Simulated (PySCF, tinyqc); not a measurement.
RHF in the sto-3g basis, for H6, spin multiplicity 1, step by step (part 2 of 2). The lowest restricted solution is unstable here: a spin-polarised one lies 0.0690 hartree lower (PySCF). Computed by tinyqc, a small Python program that keeps every step (integrals from PySCF). Command: `OMP_NUM_THREADS=1 python tinyqc.py 24790 24791 out.jsonl` (the two numbers bound the seeds that draw the settings). One thread of a shared host (Intel(R) Xeon(R) Processor @ 2.60GHz), about 0.05 s of CPU time with the checks.

Geometry (angstrom):

| atom | x | y | z |
|---|---|---|---|
| H | 0.000000 | 0.000000 | 0.000000 |
| H | 0.000000 | 0.000000 | 1.356000 |
| H | 0.000000 | 0.000000 | 3.036000 |
| H | 0.000000 | 0.000000 | 4.392000 |
| H | 0.000000 | 0.000000 | 6.072000 |
| H | 0.000000 | 0.000000 | 7.428000 |

## Iteration 3: diagonalisation and new density

extrapolated F (hartree):
```
           1H 1s      2H 1s      3H 1s      4H 1s      5H 1s      6H 1s
1H 1s  -0.162066  -0.350623  -0.033708   0.011805   0.001304  -0.002908
2H 1s  -0.350623  -0.182323  -0.155710  -0.033323   0.000754   0.001304
3H 1s  -0.033708  -0.155710  -0.184954  -0.346291  -0.033323   0.011805
4H 1s   0.011805  -0.033323  -0.346291  -0.184954  -0.155710  -0.033708
5H 1s   0.001304   0.000754  -0.033323  -0.155710  -0.182323  -0.350623
6H 1s  -0.002908   0.001304   0.011805  -0.033708  -0.350623  -0.162066
```

X:
```
           1H 1s      2H 1s      3H 1s      4H 1s      5H 1s      6H 1s
1H 1s   1.040574  -0.170824   0.017476  -0.003073   0.000352  -0.000066
2H 1s  -0.170824   1.057306  -0.110824   0.017836  -0.001929   0.000352
3H 1s   0.017476  -0.110824   1.057973  -0.174093   0.017836  -0.003073
4H 1s  -0.003073   0.017836  -0.174093   1.057973  -0.110824   0.017476
5H 1s   0.000352  -0.001929   0.017836  -0.110824   1.057306  -0.170824
6H 1s  -0.000066   0.000352  -0.003073   0.017476  -0.170824   1.040574
```

Diagonalise F' = X^T F X, C = X C', fill 3 alpha and 3 beta electrons from the bottom; D = 2 C_occ C_occ^T. Each column has its largest component positive (the first on a tie).

F' = X^T F X (hartree):
```
           1          2          3          4          5          6
1  -0.056581  -0.335513   0.021949   0.009181   0.000708  -0.003221
2  -0.335513  -0.048975  -0.145552   0.021951  -0.000546   0.000708
3   0.021949  -0.145552  -0.052510  -0.332675   0.021951   0.009181
4   0.009181   0.021951  -0.332675  -0.052510  -0.145552   0.021949
5   0.000708  -0.000546   0.021951  -0.145552  -0.048975  -0.335513
6  -0.003221   0.000708   0.009181   0.021949  -0.335513  -0.056581
```

orbital energies (hartree): MO1 -0.460325, MO2 -0.405066, MO3 -0.332206, MO4 0.165361, MO5 0.298023, MO6 0.418081

coefficients C:
```
            MO1        MO2        MO3        MO4        MO5        MO6
1H 1s  0.236212   0.415129  -0.391003  -0.485320  -0.589307   0.385306
2H 1s  0.312002   0.439482  -0.295478   0.325033   0.625389  -0.533972
3H 1s  0.427252   0.086210   0.434499   0.543879  -0.154000   0.681354
4H 1s  0.427252  -0.086210   0.434499  -0.543879  -0.154000  -0.681354
5H 1s  0.312002  -0.439482  -0.295478  -0.325033   0.625389   0.533972
6H 1s  0.236212  -0.415129  -0.391003   0.485320  -0.589307  -0.385306
```

D after iteration 3:
```
           1H 1s      2H 1s      3H 1s      4H 1s      5H 1s      6H 1s
1H 1s   0.762023   0.743346  -0.066360  -0.209513   0.013580   0.072696
2H 1s   0.743346   0.755594   0.085613  -0.065938  -0.016984   0.013580
3H 1s  -0.066360   0.085613   0.757531   0.727803  -0.065938  -0.209513
4H 1s  -0.209513  -0.065938   0.727803   0.757531   0.085613  -0.066360
5H 1s   0.013580  -0.016984  -0.065938   0.085613   0.755594   0.743346
6H 1s   0.072696   0.013580  -0.209513  -0.066360   0.743346   0.762023
```

## Iteration 4: building the Fock matrix

core Hamiltonian H = T + V (hartree):
```
           1H 1s      2H 1s      3H 1s      4H 1s      5H 1s      6H 1s
1H 1s  -1.307114  -0.577518  -0.036721  -0.001610  -0.000010   0.000000
2H 1s  -0.577518  -1.542010  -0.386759  -0.038062  -0.000698  -0.000010
3H 1s  -0.036721  -0.386759  -1.637438  -0.638659  -0.038062  -0.001610
4H 1s  -0.001610  -0.038062  -0.638659  -1.637438  -0.386759  -0.036721
5H 1s  -0.000010  -0.000698  -0.038062  -0.386759  -1.542010  -0.577518
6H 1s   0.000000  -0.000010  -0.001610  -0.036721  -0.577518  -1.307114
```

nuclear repulsion = 3.09664589 hartree

Given earlier and not repeated: Two-electron integrals (ij|kl) in chemists' order.

J_ij = sum D_kl (ij|kl), K_ij = sum D_kl (ik|jl); F = H + J - 0.5 K; E = tr D H + tr D J / 2 - 0.25 tr D K + E_nn.

Coulomb J (hartree):
```
          1H 1s     2H 1s     3H 1s     4H 1s     5H 1s     6H 1s
1H 1s  1.592641  0.525912  0.027772  0.001024  0.000005  0.000000
2H 1s  0.525912  1.822837  0.341129  0.029088  0.000431  0.000005
3H 1s  0.027772  0.341129  1.916001  0.585897  0.029088  0.001024
4H 1s  0.001024  0.029088  0.585897  1.916001  0.341129  0.027772
5H 1s  0.000005  0.000431  0.029088  0.341129  1.822837  0.525912
6H 1s  0.000000  0.000005  0.001024  0.027772  0.525912  1.592641
```

exchange K (hartree):
```
           1H 1s      2H 1s      3H 1s      4H 1s      5H 1s      6H 1s
1H 1s   0.894847   0.590267   0.048902  -0.022369  -0.001963   0.005016
2H 1s   0.590267   0.921967   0.216393   0.047416  -0.000213  -0.001963
3H 1s   0.048902   0.216393   0.917396   0.582736   0.047416  -0.022369
4H 1s  -0.022369   0.047416   0.582736   0.917396   0.216393   0.048902
5H 1s  -0.001963  -0.000213   0.047416   0.216393   0.921967   0.590267
6H 1s   0.005016  -0.001963  -0.022369   0.048902   0.590267   0.894847
```

Fock matrix F (hartree):
```
           1H 1s      2H 1s      3H 1s      4H 1s      5H 1s      6H 1s
1H 1s  -0.161897  -0.346740  -0.033401   0.010598   0.000976  -0.002508
2H 1s  -0.346740  -0.180156  -0.153827  -0.032682  -0.000161   0.000976
3H 1s  -0.033401  -0.153827  -0.180135  -0.344129  -0.032682   0.010598
4H 1s   0.010598  -0.032682  -0.344129  -0.180135  -0.153827  -0.033401
5H 1s   0.000976  -0.000161  -0.032682  -0.153827  -0.180156  -0.346740
6H 1s  -0.002508   0.000976   0.010598  -0.033401  -0.346740  -0.161897
```

total energy of this density = -2.86809744 hartree

## Iteration 4: DIIS over 4 matrices

error matrix X^T (FDS - SDF) X:
```
           1          2          3          4          5          6
1   0.000000  -0.001601  -0.001485   0.000456   0.001041   0.000000
2   0.001601   0.000000  -0.000103   0.001312   0.000000  -0.001041
3   0.001485   0.000103   0.000000   0.000000  -0.001312  -0.000456
4  -0.000456  -0.001312   0.000000   0.000000   0.000103   0.001485
5  -0.001041   0.000000   0.001312  -0.000103   0.000000   0.001601
6   0.000000   0.001041   0.000456  -0.001485  -0.001601   0.000000
```

B (overlaps of the stored error matrices):
```
                1               2              3               4
1   8.0020600e-01  -1.6976685e-01  6.3340873e-03   3.4349044e-03
2  -1.6976685e-01   7.3330520e-02  7.9033576e-03  -3.2115962e-04
3   6.3340873e-03   7.9033576e-03  2.6258416e-03   1.8562367e-04
4   3.4349044e-03  -3.2115962e-04  1.8562367e-04   3.1171399e-05
```

Minimise |sum c_i e_i|^2 with sum c_i = 1: solve [B -1; -1 0][c; lambda] = [0; -1] with B_ij = tr e_i^T e_j, and take F = sum c_i F_i.

DIIS coefficients: 0.006593  0.046165  -0.238476  1.185718

extrapolated F (hartree):
```
           1H 1s      2H 1s      3H 1s      4H 1s      5H 1s      6H 1s
1H 1s  -0.161757  -0.346498  -0.033321   0.010346   0.000956  -0.002411
2H 1s  -0.346498  -0.180057  -0.153325  -0.032707  -0.000276   0.000956
3H 1s  -0.033321  -0.153325  -0.180306  -0.344349  -0.032707   0.010346
4H 1s   0.010346  -0.032707  -0.344349  -0.180306  -0.153325  -0.033321
5H 1s   0.000956  -0.000276  -0.032707  -0.153325  -0.180057  -0.346498
6H 1s  -0.002411   0.000956   0.010346  -0.033321  -0.346498  -0.161757
```

## Iteration 4: diagonalisation and new density

As before.

F' = X^T F X (hartree):
```
           1          2          3          4          5          6
1  -0.057636  -0.331314   0.021854   0.007574   0.000593  -0.002643
2  -0.331314  -0.048381  -0.143700   0.022540  -0.001667   0.000593
3   0.021854  -0.143700  -0.048360  -0.332197   0.022540   0.007574
4   0.007574   0.022540  -0.332197  -0.048360  -0.143700   0.021854
5   0.000593  -0.001667   0.022540  -0.143700  -0.048381  -0.331314
6  -0.002643   0.000593   0.007574   0.021854  -0.331314  -0.057636
```

orbital energies (hartree): MO1 -0.455315, MO2 -0.400029, MO3 -0.328318, MO4 0.164006, MO5 0.292750, MO6 0.418154

coefficients C:
```
            MO1        MO2        MO3        MO4        MO5        MO6
1H 1s  0.239537   0.416875  -0.388692  -0.489233  -0.589494   0.378410
2H 1s  0.313016   0.438405  -0.294310   0.334436   0.625434  -0.529028
3H 1s  0.424673   0.083851   0.437434   0.534286  -0.152821   0.689194
4H 1s  0.424673  -0.083851   0.437434  -0.534286  -0.152821  -0.689194
5H 1s  0.313016  -0.438405  -0.294310  -0.334436   0.625434   0.529028
6H 1s  0.239537  -0.416875  -0.388692   0.489233  -0.589494  -0.378410
```

D after iteration 4:
```
           1H 1s      2H 1s      3H 1s      4H 1s      5H 1s      6H 1s
1H 1s   0.764489   0.744270  -0.066693  -0.206515   0.013229   0.069349
2H 1s   0.744270   0.753592   0.081898  -0.065145  -0.015204   0.013229
3H 1s  -0.066693   0.081898   0.757453   0.729328  -0.065145  -0.206515
4H 1s  -0.206515  -0.065145   0.729328   0.757453   0.081898  -0.066693
5H 1s   0.013229  -0.015204  -0.065145   0.081898   0.753592   0.744270
6H 1s   0.069349   0.013229  -0.206515  -0.066693   0.744270   0.764489
```

## Iteration 7 (converged): orbitals

converged F (hartree):
```
           1H 1s      2H 1s      3H 1s      4H 1s      5H 1s      6H 1s
1H 1s  -0.161819  -0.346890  -0.033330   0.010435   0.000973  -0.002388
2H 1s  -0.346890  -0.180237  -0.153360  -0.032744  -0.000279   0.000973
3H 1s  -0.033330  -0.153360  -0.180627  -0.344546  -0.032744   0.010435
4H 1s   0.010435  -0.032744  -0.344546  -0.180627  -0.153360  -0.033330
5H 1s   0.000973  -0.000279  -0.032744  -0.153360  -0.180237  -0.346890
6H 1s  -0.002388   0.000973   0.010435  -0.033330  -0.346890  -0.161819
```

As before.

F' = X^T F X (hartree):
```
           1          2          3          4          5          6
1  -0.057570  -0.331711   0.021871   0.007669   0.000597  -0.002622
2  -0.331711  -0.048439  -0.143691   0.022501  -0.001666   0.000597
3   0.021871  -0.143691  -0.048653  -0.332296   0.022501   0.007669
4   0.007669   0.022501  -0.332296  -0.048653  -0.143691   0.021871
5   0.000597  -0.001666   0.022501  -0.143691  -0.048439  -0.331711
6  -0.002622   0.000597   0.007669   0.021871  -0.331711  -0.057570
```

orbital energies (hartree): MO1 -0.455660, MO2 -0.400440, MO3 -0.328749, MO4 0.164225, MO5 0.293164, MO6 0.418137

coefficients C:
```
            MO1        MO2        MO3        MO4        MO5        MO6
1H 1s  0.239445   0.416862  -0.388639  -0.488808  -0.589566   0.378973
2H 1s  0.313008   0.438422  -0.294451   0.333839   0.625371  -0.529391
3H 1s  0.424729   0.083832   0.437393   0.535061  -0.152780   0.688594
4H 1s  0.424729  -0.083832   0.437393  -0.535061  -0.152780  -0.688594
5H 1s  0.313008  -0.438422  -0.294451  -0.333839   0.625371   0.529391
6H 1s  0.239445  -0.416862  -0.388639   0.488808  -0.589566  -0.378973
```

D after iteration 7:
```
           1H 1s      2H 1s      3H 1s      4H 1s      5H 1s      6H 1s
1H 1s   0.764296   0.744289  -0.066685  -0.206471   0.013243   0.069200
2H 1s   0.744289   0.753778   0.081813  -0.065202  -0.015077   0.013243
3H 1s  -0.066685   0.081813   0.757471   0.729360  -0.065202  -0.206471
4H 1s  -0.206471  -0.065202   0.729360   0.757471   0.081813  -0.066685
5H 1s   0.013243  -0.015077  -0.065202   0.081813   0.753778   0.744289
6H 1s   0.069200   0.013243  -0.206471  -0.066685   0.744289   0.764296
```

## Convergence

Stop when the energy changes by less than 1e-10 hartree and every element of the error matrix X^T (F D S - S D F) X is below 3e-06.

Course of the cycle:

| iteration | E (hartree) | change | largest element of the error matrix |
|---|---|---|---|
| 1 | -2.44382097 | - | 3.62e-01 |
| 2 | -2.84026607 | -3.96e-01 | 1.11e-01 |
| 3 | -2.86662491 | -2.64e-02 | 1.81e-02 |
| 4 | -2.86809744 | -1.47e-03 | 1.60e-03 |
| 5 | -2.86811427 | -1.68e-05 | 1.32e-04 |
| 6 | -2.86811431 | -3.47e-08 | 4.00e-06 |
| 7 | -2.86811431 | -3.27e-11 | 2.78e-07 |

PySCF RHF in the same basis = -2.86811431 hartree

Converged in 7 iterations.

## Populations, bond orders and dipole

overlap S:
```
          1H 1s     2H 1s     3H 1s     4H 1s     5H 1s     6H 1s
1H 1s  1.000000  0.314220  0.016921  0.000627  0.000003  0.000000
2H 1s  0.314220  1.000000  0.197151  0.016921  0.000251  0.000003
3H 1s  0.016921  0.197151  1.000000  0.314220  0.016921  0.000627
4H 1s  0.000627  0.016921  0.314220  1.000000  0.197151  0.016921
5H 1s  0.000003  0.000251  0.016921  0.197151  1.000000  0.314220
6H 1s  0.000000  0.000003  0.000627  0.016921  0.314220  1.000000
```

Mulliken: Z minus the diagonal of D S on the atom; Loewdin: the same with S^(1/2) D S^(1/2); Mayer order: 2 sum_s sum (D(s) S)_ij (D(s) S)_ji over the two atoms.

Charges (e):

| atom | Mulliken | Loewdin |
|---|---|---|
| 1H | 0.003091 | 0.001681 |
| 2H | -0.002672 | -0.001275 |
| 3H | -0.000419 | -0.000406 |
| 4H | -0.000419 | -0.000406 |
| 5H | -0.002672 | -0.001275 |
| 6H | 0.003091 | 0.001681 |

Mayer bond orders:

| pair | order |
|---|---|
| 2-1 | 0.950859 |
| 3-1 | -0.000786 |
| 3-2 | 0.049462 |
| 4-1 | 0.045092 |
| 4-2 | -0.000771 |
| 4-3 | 0.907003 |
| 5-1 | -0.000050 |
| 5-2 | 0.000493 |
| 5-3 | -0.000771 |
| 5-4 | 0.049462 |
| 6-1 | 0.004876 |
| 6-2 | -0.000050 |
| 6-3 | 0.045092 |
| 6-4 | -0.000786 |
| 6-5 | 0.950859 |

dipole moment about the origin, x y z (debye): 0.000000  0.000000  0.000000
